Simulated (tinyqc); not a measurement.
# Resistance of a source-drain extension with a graded tip: two studies

y runs along the channel, the gate covers y > 0. The doping is N0 for y < y0 and N0 10^(-(y - y0)/la) beyond, uniform over the depth xj. Sheet conductance s(y) = q mu(N) max(N - Nch, 0) xj + (for y > 0) ma Cox Vo, with mu(N) = u0 + (u1 - u0)/(1 + (N/Nr)^au) and Cox = eps0 eox/tox. Current is taken as one-dimensional; depletion of the tip, spreading and the contact are left out. The metallurgical junction lies at yj, where N = Nch.

Parameters, values chosen for the exercise; mobility law close to that of electrons in silicon:
- eox = 9.21 (relative permittivity of the gate insulator (close to aluminium oxide))
- tox = 7.8 nm (insulator thickness)
- N0 = 1.5e20 cm^-3 (active doping of the extension far from the gate)
- la = 5.9 nm/decade (lateral abruptness)
- y0 = 4.9 nm (position under the gate where the fall begins (gate edge at 0))
- xj = 12 nm (depth of the extension)
- Nch = 1.6e18 cm^-3 (channel doping)
- Ls = 17 nm (spacer length)
- Vo = 0.33 V (gate overdrive)
- ma = 230 cm^2/(V s) (mobility of the gate-induced layer)
- u1 = 1414 cm^2/(V s) (mobility at low doping)
- u0 = 68.5 cm^2/(V s) (mobility at high doping)
- Nr = 9.2e16 cm^-3 (reference doping)
- au = 0.711 (exponent)
- Lg = 45 nm (gate length)

Constants: q = 1.602176634e-19 C, eps0 = 8.8541878128e-14 F/cm where lengths are in cm. Results are converted to the units shown.

Each table varies one quantity; the others keep the values above.

## Abruptness at a fixed junction position

R_spacer = integral of dy/s from -Ls to 0, R_ov from 0 to yj, R_channel = (Lg - 2 yj)/(ma Cox Vo), R_total = 2 R_spacer + 2 R_ov + R_channel. Electrical length L_eff = ma Cox dR_total/d(1/Vo); R_series = R_total - L_eff/(ma Cox Vo). y0 is moved with la so that yj stays at 16.535 nm.

The same in every row: yj (nm) = 16.53; R_channel (ohm um) = 150.4.

Results:

| la (nm/decade) | R_spacer (ohm um) | R_ov (ohm um) | R_total (ohm um) | L_eff (nm) | R_series (ohm um) |
|---|---|---|---|---|---|
| 1 | 7.896 | 14.13 | 194.4 | 12.59 | 35.79 |
| 2.3 | 7.896 | 22.87 | 211.9 | 13.38 | 43.21 |
| 3.6 | 7.896 | 31.61 | 229.4 | 14.18 | 50.64 |
| 4.9 | 7.896 | 40.36 | 246.9 | 14.98 | 58.06 |
| 7.4 | 7.896 | 57.17 | 280.5 | 16.52 | 72.34 |
| 8.7 | 7.919 | 65.89 | 298.0 | 17.31 | 79.77 |
| 10 | 8.544 | 74.06 | 315.6 | 18.10 | 87.42 |

Estimate the missing row, la = 6.1 nm/decade.

Computed row:

| la (nm/decade) | R_spacer (ohm um) | R_ov (ohm um) | R_total (ohm um) | L_eff (nm) | R_series (ohm um) |
|---|---|---|---|---|---|
| 6.1 | 7.896 | 48.42 | 263.0 | 15.72 | 64.92 |

With this row back in the table: As la goes from 1 to 10 nm/decade, R_total rises from 194 to 316 ohm um, R_spacer rises from 7.90 to 8.54 ohm um and R_ov rises from 14.1 to 74.1 ohm um. R_total changes on average by 13.5 ohm um for each nm/decade. L_eff exceeds the metallurgical length by 0.656 nm in the first row and 6.17 nm in the last, since the gate also controls the lightly doped tips.

## Effect of the depth of the extension

Same model as above.

The same in every row: yj (nm) = 16.53; R_channel (ohm um) = 150.4.

Effect of the depth of the extension:

| xj (nm) | R_spacer (ohm um) | R_ov (ohm um) | R_total (ohm um) | L_eff (nm) | R_series (ohm um) |
|---|---|---|---|---|---|
| 4 | 23.69 | 77.80 | 353.3 | 19.26 | 110.6 |
| 5.6 | 16.92 | 67.52 | 319.2 | 17.96 | 92.84 |
| 7.7 | 12.31 | 58.47 | 291.9 | 16.88 | 79.21 |
| 11 | 8.614 | 49.20 | 266.0 | 15.83 | 66.54 |
| 15 | 6.317 | 41.92 | 246.8 | 15.05 | 57.16 |
| 21 | 4.512 | 34.87 | 229.1 | 14.35 | 48.29 |
| 29 | 3.267 | 28.94 | 214.8 | 13.80 | 40.84 |
| 40 | 2.369 | 23.80 | 202.7 | 13.36 | 34.30 |

Read the table: what changes, and by how much?

As xj goes from 4 to 40, R_total falls from 353 to 203 ohm um, L_eff falls from 19.3 to 13.4 nm and R_series falls from 111 to 34.3 ohm um.

Program tinyqc, `OMP_NUM_THREADS=1 python tinyqc.py 2282198 2282199 out.jsonl`; Intel Xeon 2.30GHz, shared host, one thread, about 0.04 s.
